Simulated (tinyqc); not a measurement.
Worked calculation (part 1 of 2): ROHF in the 6-311g basis, for H2, spin multiplicity 3. Computed by tinyqc, a small Python program that keeps every step (integrals from PySCF). Settings: charge = 0, multiplicity = 3, basis = 6-311g, energy threshold = 1e-08, iteration cap = 63, orthogonalisation = symmetric, start = random, DIIS depth = 0, method = ROHF. Command: `OMP_NUM_THREADS=1 python tinyqc.py 23913 23914 out.jsonl` (the two numbers bound the seeds that draw the settings). One thread of a shared host (Intel(R) Xeon(R) Processor @ 2.60GHz), about 0.05 s of CPU time with the checks. Later iterations appear only in the table of the cycle.

## One-electron integrals

Geometry (angstrom):
```
atom       x       y       z
H     0.0000  0.0000  0.0000
H     0.0000  0.0000  1.1520
```

Basis 6-311g: exponents (1/bohr^2) and contraction coefficients of normalised primitives:
```
element  l (shell)  exponent  coefficient
H            s (1)   33.8650       0.0255
H            s (1)    5.0948       0.1904
H            s (1)    1.1588       0.8522
H            s (2)    0.3258       1.0000
H            s (3)    0.1027       1.0000
```

Overlap, kinetic and nuclear-attraction integrals over the contracted functions; the nuclear repulsion is the sum of Za Zb / Rab.

nuclear repulsion = 0.459355 hartree

overlap S, lower triangle:
```
        1H 1s   1H 2s   1H 3s   2H 1s   2H 2s   2H 3s
1H 1s  1.0000
1H 2s  0.7064  1.0000
1H 3s  0.3737  0.7890  1.0000
2H 1s  0.0492  0.2074  0.2384  1.0000
2H 2s  0.2074  0.4620  0.5449  0.7064  1.0000
2H 3s  0.2384  0.5449  0.7839  0.3737  0.7890  1.0000
```

kinetic energy T (hartree), lower triangle:
```
         1H 1s   1H 2s   1H 3s   2H 1s   2H 2s   2H 3s
1H 1s   2.3043
1H 2s   0.5491  0.4888
1H 3s   0.1063  0.1849  0.1541
2H 1s  -0.0819  0.0292  0.0475  2.3043
2H 2s   0.0292  0.1096  0.0962  0.5491  0.4888
2H 3s   0.0475  0.0962  0.1012  0.1063  0.1849  0.1541
```

nuclear attraction V (hartree), lower triangle:
```
         1H 1s    1H 2s    1H 3s    2H 1s    2H 2s    2H 3s
1H 1s  -2.5705
1H 2s  -1.3852  -1.3643
1H 3s  -0.6866  -0.9293  -0.8960
2H 1s  -0.0911  -0.3978  -0.4424  -2.5705
2H 2s  -0.3978  -0.6673  -0.6753  -1.3852  -1.3643
2H 3s  -0.4424  -0.6753  -0.7414  -0.6866  -0.9293  -0.8960
```

core Hamiltonian H = T + V (hartree), lower triangle:
```
         1H 1s    1H 2s    1H 3s    2H 1s    2H 2s    2H 3s
1H 1s  -0.2661
1H 2s  -0.8360  -0.8756
1H 3s  -0.5802  -0.7445  -0.7419
2H 1s  -0.1730  -0.3685  -0.3950  -0.2661
2H 2s  -0.3685  -0.5577  -0.5791  -0.8360  -0.8756
2H 3s  -0.3950  -0.5791  -0.6401  -0.5802  -0.7445  -0.7419
```

## Two-electron integrals

Functions are numbered as in S; the eight-fold symmetry (ij|kl) = (ji|kl) = (kl|ij) leaves the list below.

Two-electron integrals (ij|kl) in chemists' order, unique and non-zero (hartree):
```
(11|11) 1.3930   (21|11) 0.8230   (21|21) 0.5097   (22|11) 0.8229
(22|21) 0.5430   (22|22) 0.6441   (31|11) 0.4113   (31|21) 0.2578
(31|22) 0.2799   (31|31) 0.1308   (32|11) 0.5437   (32|21) 0.3658
(32|22) 0.4527   (32|31) 0.1898   (32|32) 0.3251   (33|11) 0.4940
(33|21) 0.3401   (33|22) 0.4460   (33|31) 0.1780   (33|32) 0.3318
(33|33) 0.3617   (41|11) 0.0419   (41|21) 0.0278   (41|22) 0.0329
(41|31) 0.0143   (41|32) 0.0230   (41|33) 0.0224   (41|41) 0.0029
(42|11) 0.1184   (42|21) 0.0823   (42|22) 0.1083   (42|31) 0.0432
(42|32) 0.0799   (42|33) 0.0843   (42|41) 0.0098   (42|42) 0.0431
(43|11) 0.1177   (43|21) 0.0824   (43|22) 0.1114   (43|31) 0.0434
(43|32) 0.0837   (43|33) 0.0913   (43|41) 0.0098   (43|42) 0.0469
(43|43) 0.0531   (44|11) 0.4591   (44|21) 0.3237   (44|22) 0.4478
(44|31) 0.1710   (44|32) 0.3405   (44|33) 0.3777   (44|41) 0.0419
(44|42) 0.2241   (44|43) 0.2599   (44|44) 1.3930   (51|11) 0.2241
(51|21) 0.1410   (51|22) 0.1541   (51|31) 0.0716   (51|32) 0.1047
(51|33) 0.0985   (51|41) 0.0098   (51|42) 0.0299   (51|43) 0.0297
(51|44) 0.1184   (51|51) 0.0431   (52|11) 0.3133   (52|21) 0.2115
(52|22) 0.2634   (52|31) 0.1099   (52|32) 0.1896   (52|33) 0.1940
(52|41) 0.0183   (52|42) 0.0689   (52|43) 0.0731   (52|44) 0.3133
(52|51) 0.0689   (52|52) 0.1375   (53|11) 0.2788   (53|21) 0.1922
(53|22) 0.2522   (53|31) 0.1006   (53|32) 0.1874   (53|33) 0.2031
(53|41) 0.0175   (53|42) 0.0739   (53|43) 0.0824   (53|44) 0.3631
(53|51) 0.0635   (53|52) 0.1405   (53|53) 0.1551   (54|11) 0.3237
(54|21) 0.2277   (54|22) 0.3126   (54|31) 0.1201   (54|32) 0.2371
(54|33) 0.2631   (54|41) 0.0278   (54|42) 0.1410   (54|43) 0.1632
(54|44) 0.8230   (54|51) 0.0823   (54|52) 0.2115   (54|53) 0.2450
(54|54) 0.5097   (55|11) 0.4478   (55|21) 0.3126   (55|22) 0.4231
(55|31) 0.1645   (55|32) 0.3198   (55|33) 0.3566   (55|41) 0.0329
(55|42) 0.1541   (55|43) 0.1777   (55|44) 0.8229   (55|51) 0.1083
(55|52) 0.2634   (55|53) 0.3054   (55|54) 0.5430   (55|55) 0.6441
(61|11) 0.2599   (61|21) 0.1632   (61|22) 0.1777   (61|31) 0.0829
(61|32) 0.1207   (61|33) 0.1134   (61|41) 0.0098   (61|42) 0.0297
(61|43) 0.0297   (61|44) 0.1177   (61|51) 0.0469   (61|52) 0.0731
(61|53) 0.0671   (61|54) 0.0824   (61|55) 0.1114   (61|61) 0.0531
(62|11) 0.3631   (62|21) 0.2450   (62|22) 0.3054   (62|31) 0.1273
(62|32) 0.2203   (62|33) 0.2263   (62|41) 0.0175   (62|42) 0.0635
(62|43) 0.0671   (62|44) 0.2788   (62|51) 0.0739   (62|52) 0.1405
(62|53) 0.1419   (62|54) 0.1922   (62|55) 0.2522   (62|61) 0.0824
(62|62) 0.1551   (63|11) 0.3598   (63|21) 0.2486   (63|22) 0.3292
(63|31) 0.1303   (63|32) 0.2465   (63|33) 0.2724   (63|41) 0.0189
(63|42) 0.0763   (63|43) 0.0847   (63|44) 0.3598   (63|51) 0.0763
(63|52) 0.1615   (63|53) 0.1770   (63|54) 0.2486   (63|55) 0.3292
(63|61) 0.0847   (63|62) 0.1770   (63|63) 0.2223   (64|11) 0.1710
(64|21) 0.1201   (64|22) 0.1645   (64|31) 0.0633   (64|32) 0.1247
(64|33) 0.1384   (64|41) 0.0143   (64|42) 0.0716   (64|43) 0.0829
(64|44) 0.4113   (64|51) 0.0432   (64|52) 0.1099   (64|53) 0.1273
(64|54) 0.2578   (64|55) 0.2799   (64|61) 0.0434   (64|62) 0.1006
(64|63) 0.1303   (64|64) 0.1308   (65|11) 0.3405   (65|21) 0.2371
(65|22) 0.3198   (65|31) 0.1247   (65|32) 0.2419   (65|33) 0.2714
(65|41) 0.0230   (65|42) 0.1047   (65|43) 0.1207   (65|44) 0.5437
(65|51) 0.0799   (65|52) 0.1896   (65|53) 0.2203   (65|54) 0.3658
(65|55) 0.4527   (65|61) 0.0837   (65|62) 0.1874   (65|63) 0.2465
(65|64) 0.1898   (65|65) 0.3251   (66|11) 0.3777   (66|21) 0.2631
(66|22) 0.3566   (66|31) 0.1384   (66|32) 0.2714   (66|33) 0.3106
(66|41) 0.0224   (66|42) 0.0985   (66|43) 0.1134   (66|44) 0.4940
(66|51) 0.0843   (66|52) 0.1940   (66|53) 0.2263   (66|54) 0.3401
(66|55) 0.4460   (66|61) 0.0913   (66|62) 0.2031   (66|63) 0.2724
(66|64) 0.1780   (66|65) 0.3318   (66|66) 0.3617
```

## Orthogonalisation

S = U s U^T; symmetric (Loewdin) form X = U s^(-1/2) U^T, so that X^T S X = 1.

eigenvalues of S: 0.0560  0.1309  0.3090  0.7201  1.3399  3.4442

X, lower triangle:
```
         1H 1s    1H 2s    1H 3s    2H 1s    2H 2s   2H 3s
1H 1s   1.3747
1H 2s  -0.7494   2.1443
1H 3s   0.2080  -1.0246   2.1662
2H 1s   0.0389   0.0203  -0.0522   1.3747
2H 2s   0.0203  -0.2924   0.2179  -0.7494   2.1443
2H 3s  -0.0522   0.2179  -0.9503   0.2080  -1.0246  2.1662
```

## Starting guess

The start is random orthonormal orbitals; D(s) = C_occ C_occ^T for each spin.

D(alpha) at the start, lower triangle:
```
         1H 1s    1H 2s    1H 3s    2H 1s    2H 2s   2H 3s
1H 1s   1.3671
1H 2s  -0.9217   0.6975
1H 3s   1.1376  -0.8894   1.1438
2H 1s   0.1886  -0.5253   0.7983   2.1131
2H 2s  -0.3953   0.6402  -0.9308  -2.0130   1.9521
2H 3s  -0.7691   0.3705  -0.4015   0.6698  -0.5057  0.7211
```

D(beta) at the start, lower triangle:
```
        1H 1s   1H 2s   1H 3s   2H 1s   2H 2s   2H 3s
1H 1s  0.0000
1H 2s  0.0000  0.0000
1H 3s  0.0000  0.0000  0.0000
2H 1s  0.0000  0.0000  0.0000  0.0000
2H 2s  0.0000  0.0000  0.0000  0.0000  0.0000
2H 3s  0.0000  0.0000  0.0000  0.0000  0.0000  0.0000
```

## Iteration 1: building the Fock matrix

J_ij = sum D_kl (ij|kl) with D = D(alpha) + D(beta), K_ij = sum D_kl (ik|jl) for each spin; F = H + J - K(s); E = tr D H + tr D J / 2 - 0.5 sum_s tr D(s) K(s) + E_nn.

Coulomb J (hartree), lower triangle:
```
        1H 1s   1H 2s   1H 3s   2H 1s   2H 2s   2H 3s
1H 1s  1.5574
1H 2s  0.9656  1.0933
1H 3s  0.4915  0.7740  0.7904
2H 1s  0.0715  0.3064  0.3426  1.7158
2H 2s  0.2887  0.5497  0.5801  1.0493  1.1611
2H 3s  0.3186  0.5642  0.6583  0.5321  0.8129  0.8143
```

exchange K(alpha) (hartree), lower triangle:
```
         1H 1s   1H 2s   1H 3s   2H 1s   2H 2s   2H 3s
1H 1s   0.9585
1H 2s   0.4321  0.2149
1H 3s   0.1792  0.1075  0.0819
2H 1s  -0.0921  0.0534  0.1317  1.0400
2H 2s  -0.0257  0.0386  0.0736  0.4311  0.2381
2H 3s   0.0309  0.0456  0.0611  0.2117  0.1383  0.0965
```

exchange K(beta) (hartree), lower triangle:
```
        1H 1s   1H 2s   1H 3s   2H 1s   2H 2s   2H 3s
1H 1s  0.0000
1H 2s  0.0000  0.0000
1H 3s  0.0000  0.0000  0.0000
2H 1s  0.0000  0.0000  0.0000  0.0000
2H 2s  0.0000  0.0000  0.0000  0.0000  0.0000
2H 3s  0.0000  0.0000  0.0000  0.0000  0.0000  0.0000
```

F(alpha) (hartree), lower triangle:
```
         1H 1s    1H 2s    1H 3s    2H 1s    2H 2s    2H 3s
1H 1s   0.3328
1H 2s  -0.3026   0.0029
1H 3s  -0.2680  -0.0779  -0.0334
2H 1s  -0.0094  -0.1156  -0.1841   0.4097
2H 2s  -0.0542  -0.0466  -0.0727  -0.2179   0.0475
2H 3s  -0.1072  -0.0605  -0.0430  -0.2598  -0.0699  -0.0242
```

F(beta) (hartree), lower triangle:
```
         1H 1s    1H 2s    1H 3s    2H 1s   2H 2s   2H 3s
1H 1s   1.2913
1H 2s   0.1295   0.2178
1H 3s  -0.0887   0.0296   0.0484
2H 1s  -0.1015  -0.0622  -0.0524   1.4497
2H 2s  -0.0798  -0.0080   0.0010   0.2133  0.2856
2H 3s  -0.0763  -0.0149   0.0181  -0.0481  0.0685  0.0723
```

total energy of this density = 2.179263 hartree

## Iteration 1: Roothaan effective Fock matrix

With projectors Pc = D(beta) S, Po = (D(alpha) - D(beta)) S, Pv = 1 - D(alpha) S, the block xy is Px^T F Py; with Fc = (F(alpha) + F(beta))/2, the blocks are Fc for cc, oo, vv and cv, F(beta) for co and F(alpha) for ov.

effective F (hartree), lower triangle:
```
         1H 1s    1H 2s    1H 3s    2H 1s   2H 2s   2H 3s
1H 1s   0.6706
1H 2s  -0.1599   0.0745
1H 3s  -0.2405  -0.0439   0.0357
2H 1s  -0.1160  -0.1168  -0.0898   0.8144
2H 2s  -0.1317  -0.0556  -0.0391  -0.0173  0.2263
2H 3s  -0.1751  -0.0658   0.0074  -0.1002  0.0688  0.1040
```

## Iteration 1: diagonalisation and new density

Diagonalise F' = X^T F X, C = X C', fill 2 alpha and 0 beta electrons from the bottom; D(s) = C_occ C_occ^T. Each column has its largest component positive (the first on a tie).

F' = X^T F X (hartree), lower triangle:
```
         1        2        3        4        5       6
1   1.5249
2  -1.0591   1.0877
3   0.0207  -0.3129   0.2870
4   0.0430  -0.0981  -0.0318   1.6260
5  -0.0327  -0.0913  -0.0257  -1.0284   1.1881
6  -0.1231   0.0256  -0.0938   0.1103  -0.2568  0.3173
```

orbital energies (hartree): MO1 -0.0666, MO2 0.2681, MO3 0.4221, MO4 0.4995, MO5 2.4037, MO6 2.5042

coefficients C:
```
          MO1      MO2      MO3      MO4      MO5      MO6
1H 1s  0.2315  -0.1064   0.0443  -0.1751  -1.4073  -0.6491
1H 2s  0.2623  -0.1439   0.6641  -1.2304   1.9766   0.6258
1H 3s  0.4978  -1.0579  -0.7178   1.8872  -1.1262  -0.1633
2H 1s  0.1063   0.1626   0.2081   0.0920   0.6181  -1.4240
2H 2s  0.0763  -0.0142   0.9978   1.0179  -1.1378   1.7351
2H 3s  0.0802   1.4619  -0.9236  -1.5557   0.8307  -0.7950
```

D(alpha) after iteration 1, lower triangle:
```
         1H 1s    1H 2s    1H 3s   2H 1s    2H 2s   2H 3s
1H 1s   0.0649
1H 2s   0.0760   0.0895
1H 3s   0.2278   0.2828   1.3670
2H 1s   0.0073   0.0045  -0.1191  0.0377
2H 2s   0.0192   0.0220   0.0529  0.0058   0.0060
2H 3s  -0.1369  -0.1893  -1.5067  0.2462  -0.0146  2.1437
```

D(beta) after iteration 1, lower triangle:
```
        1H 1s   1H 2s   1H 3s   2H 1s   2H 2s   2H 3s
1H 1s  0.0000
1H 2s  0.0000  0.0000
1H 3s  0.0000  0.0000  0.0000
2H 1s  0.0000  0.0000  0.0000  0.0000
2H 2s  0.0000  0.0000  0.0000  0.0000  0.0000
2H 3s  0.0000  0.0000  0.0000  0.0000  0.0000  0.0000
```

## Iteration 2: building the Fock matrix

As before.

Coulomb J (hartree), lower triangle:
```
        1H 1s   1H 2s   1H 3s   2H 1s   2H 2s   2H 3s
1H 1s  1.0997
1H 2s  0.7318  0.9089
1H 3s  0.3792  0.6630  0.7080
2H 1s  0.0513  0.2038  0.2273  0.9941
2H 2s  0.2161  0.4260  0.4600  0.6745  0.8694
2H 3s  0.2437  0.4681  0.5709  0.3518  0.6447  0.7034
```

exchange K(alpha) (hartree), lower triangle:
```
        1H 1s   1H 2s   1H 3s   2H 1s   2H 2s   2H 3s
1H 1s  0.5281
1H 2s  0.5113  0.5797
1H 3s  0.3681  0.4621  0.4099
2H 1s  0.0826  0.1598  0.1917  0.3343
2H 2s  0.1920  0.2892  0.3141  0.3622  0.4748
2H 3s  0.2314  0.3264  0.3411  0.2916  0.4264  0.4201
```

exchange K(beta) (hartree), lower triangle:
```
        1H 1s   1H 2s   1H 3s   2H 1s   2H 2s   2H 3s
1H 1s  0.0000
1H 2s  0.0000  0.0000
1H 3s  0.0000  0.0000  0.0000
2H 1s  0.0000  0.0000  0.0000  0.0000
2H 2s  0.0000  0.0000  0.0000  0.0000  0.0000
2H 3s  0.0000  0.0000  0.0000  0.0000  0.0000  0.0000
```

F(alpha) (hartree), lower triangle:
```
         1H 1s    1H 2s    1H 3s    2H 1s    2H 2s    2H 3s
1H 1s   0.3055
1H 2s  -0.6155  -0.5464
1H 3s  -0.5691  -0.5435  -0.4437
2H 1s  -0.2044  -0.3246  -0.3594   0.3937
2H 2s  -0.3444  -0.4209  -0.4333  -0.5237  -0.4810
2H 3s  -0.3827  -0.4374  -0.4103  -0.5200  -0.5262  -0.4586
```

F(beta) (hartree), lower triangle:
```
         1H 1s    1H 2s    1H 3s    2H 1s    2H 2s    2H 3s
1H 1s   0.8336
1H 2s  -0.1042   0.0333
1H 3s  -0.2010  -0.0814  -0.0339
2H 1s  -0.1217  -0.1648  -0.1677   0.7280
2H 2s  -0.1524  -0.1317  -0.1191  -0.1615  -0.0061
2H 3s  -0.1513  -0.1110  -0.0693  -0.2284  -0.0998  -0.0386
```

total energy of this density = -0.821765 hartree

## Iteration 2: Roothaan effective Fock matrix

As before.

effective F (hartree), lower triangle:
```
         1H 1s    1H 2s    1H 3s    2H 1s    2H 2s    2H 3s
1H 1s   0.4909
1H 2s  -0.4219  -0.2810
1H 3s  -0.4112  -0.2938  -0.1834
2H 1s  -0.1697  -0.2493  -0.2672   0.5185
2H 2s  -0.2612  -0.2765  -0.2642  -0.3862  -0.2778
2H 3s  -0.2774  -0.2606  -0.2039  -0.3998  -0.3171  -0.2178
```

## Iteration 2: diagonalisation and new density

As before.

F' = X^T F X (hartree), lower triangle:
```
         1        2        3        4        5       6
1   1.4968
2  -1.2013   0.8210
3  -0.0245  -0.3619   0.2008
4   0.0605  -0.0904  -0.0860   1.4890
5  -0.0955  -0.1319   0.0256  -1.1493   0.8187
6  -0.0888   0.0304  -0.1081  -0.0201  -0.3958  0.1574
```

orbital energies (hartree): MO1 -0.4546, MO2 -0.1243, MO3 0.3014, MO4 0.4480, MO5 2.3417, MO6 2.4717

coefficients C:
```
          MO1      MO2      MO3      MO4      MO5      MO6
1H 1s  0.1766  -0.1707  -0.0356   0.0839   0.8427  -1.3117
1H 2s  0.3624  -0.4465  -0.8529   1.0747  -1.3573   1.5125
1H 3s  0.0732  -0.7466   1.0170  -1.9734   0.9083  -0.6499
2H 1s  0.1661   0.1524  -0.0594  -0.1058  -1.2919  -0.8745
2H 2s  0.3233   0.3383  -0.8380  -1.1248   1.8473   0.8626
2H 3s  0.2031   0.8551   0.8135   2.0050  -1.1029  -0.2606
```

D(alpha) after iteration 2, lower triangle:
```
         1H 1s    1H 2s    1H 3s   2H 1s   2H 2s   2H 3s
1H 1s   0.0603
1H 2s   0.1402   0.3307
1H 3s   0.1404   0.3599   0.5628
2H 1s   0.0033  -0.0079  -0.1016  0.0508
2H 2s  -0.0006  -0.0339  -0.2289  0.1052  0.2190
2H 3s  -0.1101  -0.3082  -0.6236  0.1640  0.3550  0.7725
```

D(beta) after iteration 2, lower triangle:
```
        1H 1s   1H 2s   1H 3s   2H 1s   2H 2s   2H 3s
1H 1s  0.0000
1H 2s  0.0000  0.0000
1H 3s  0.0000  0.0000  0.0000
2H 1s  0.0000  0.0000  0.0000  0.0000
2H 2s  0.0000  0.0000  0.0000  0.0000  0.0000
2H 3s  0.0000  0.0000  0.0000  0.0000  0.0000  0.0000
```

## Iteration 3: building the Fock matrix

As before.

Coulomb J (hartree), lower triangle:
```
        1H 1s   1H 2s   1H 3s   2H 1s   2H 2s   2H 3s
1H 1s  1.2464
1H 2s  0.8257  1.0125
1H 3s  0.4271  0.7320  0.7655
2H 1s  0.0601  0.2424  0.2700  1.2088
2H 2s  0.2468  0.4867  0.5200  0.8058  0.9999
2H 3s  0.2757  0.5224  0.6233  0.4177  0.7266  0.7649
```

exchange K(alpha) (hartree), lower triangle:
```
        1H 1s   1H 2s   1H 3s   2H 1s   2H 2s   2H 3s
1H 1s  0.6403
1H 2s  0.6002  0.6555
1H 3s  0.4030  0.4849  0.3943
2H 1s  0.0868  0.2011  0.2406  0.5672
2H 2s  0.2107  0.3328  0.3464  0.5505  0.6279
2H 3s  0.2487  0.3460  0.3324  0.3853  0.4842  0.4065
```

exchange K(beta) (hartree), lower triangle:
```
        1H 1s   1H 2s   1H 3s   2H 1s   2H 2s   2H 3s
1H 1s  0.0000
1H 2s  0.0000  0.0000
1H 3s  0.0000  0.0000  0.0000
2H 1s  0.0000  0.0000  0.0000  0.0000
2H 2s  0.0000  0.0000  0.0000  0.0000  0.0000
2H 3s  0.0000  0.0000  0.0000  0.0000  0.0000  0.0000
```

F(alpha) (hartree), lower triangle:
```
         1H 1s    1H 2s    1H 3s    2H 1s    2H 2s    2H 3s
1H 1s   0.3400
1H 2s  -0.6105  -0.5186
1H 3s  -0.5561  -0.4973  -0.3707
2H 1s  -0.1997  -0.3272  -0.3656   0.3755
2H 2s  -0.3324  -0.4037  -0.4055  -0.5807  -0.5035
2H 3s  -0.3680  -0.4027  -0.3493  -0.5478  -0.5020  -0.3836
```

F(beta) (hartree), lower triangle:
```
         1H 1s    1H 2s    1H 3s    2H 1s    2H 2s   2H 3s
1H 1s   0.9803
1H 2s  -0.0103   0.1369
1H 3s  -0.1531  -0.0125   0.0236
2H 1s  -0.1129  -0.1261  -0.1250   0.9427
2H 2s  -0.1217  -0.0710  -0.0591  -0.0302   0.1244
2H 3s  -0.1193  -0.0567  -0.0169  -0.1625  -0.0178  0.0230
```

total energy of this density = -0.907352 hartree

## Iteration 3: Roothaan effective Fock matrix

As before.

effective F (hartree), lower triangle:
```
         1H 1s    1H 2s    1H 3s    2H 1s    2H 2s    2H 3s
1H 1s   0.5732
1H 2s  -0.3638  -0.1879
1H 3s  -0.3666  -0.2133  -0.1065
2H 1s  -0.1536  -0.2257  -0.2463   0.5800
2H 2s  -0.2274  -0.2213  -0.2047  -0.3615  -0.2006
2H 3s  -0.2445  -0.2010  -0.1351  -0.3730  -0.2292  -0.1181
```

## Iteration 3: diagonalisation and new density

As before.

F' = X^T F X (hartree), lower triangle:
```
         1        2        3        4        5       6
1   1.5887
2  -1.2221   0.9002
3  -0.0103  -0.3273   0.2326
4   0.0684  -0.0838  -0.0890   1.5905
5  -0.0856  -0.1197   0.0267  -1.2080   0.8855
6  -0.0884   0.0265  -0.1104  -0.0169  -0.3447  0.2303
```

orbital energies (hartree): MO1 -0.3602, MO2 -0.0480, MO3 0.3193, MO4 0.4599, MO5 2.4637, MO6 2.5930

coefficients C:
```
          MO1      MO2      MO3      MO4      MO5      MO6
1H 1s  0.1753  -0.1774  -0.0380   0.0647   1.0151  -1.1836
1H 2s  0.3444  -0.4667  -0.9088   1.0475  -1.5387   1.3099
1H 3s  0.0977  -0.6836   1.0518  -1.9919   0.9589  -0.5184
2H 1s  0.1774   0.1632  -0.0341  -0.0724  -1.1607  -1.0429
2H 2s  0.3566   0.4307  -0.7929  -1.1523   1.6932   1.0986
2H 3s  0.1558   0.7024   0.7906   2.0985  -1.0182  -0.3943
```

D(alpha) after iteration 3, lower triangle:
```
         1H 1s    1H 2s    1H 3s   2H 1s   2H 2s   2H 3s
1H 1s   0.0622
1H 2s   0.1431   0.3364
1H 3s   0.1384   0.3526   0.4768
2H 1s   0.0021  -0.0151  -0.0942  0.0581
2H 2s  -0.0139  -0.0782  -0.2595  0.1335  0.3127
2H 3s  -0.0973  -0.2741  -0.4649  0.1423  0.3581  0.5177
```

D(beta) after iteration 3, lower triangle:
```
        1H 1s   1H 2s   1H 3s   2H 1s   2H 2s   2H 3s
1H 1s  0.0000
1H 2s  0.0000  0.0000
1H 3s  0.0000  0.0000  0.0000
2H 1s  0.0000  0.0000  0.0000  0.0000
2H 2s  0.0000  0.0000  0.0000  0.0000  0.0000
2H 3s  0.0000  0.0000  0.0000  0.0000  0.0000  0.0000
```
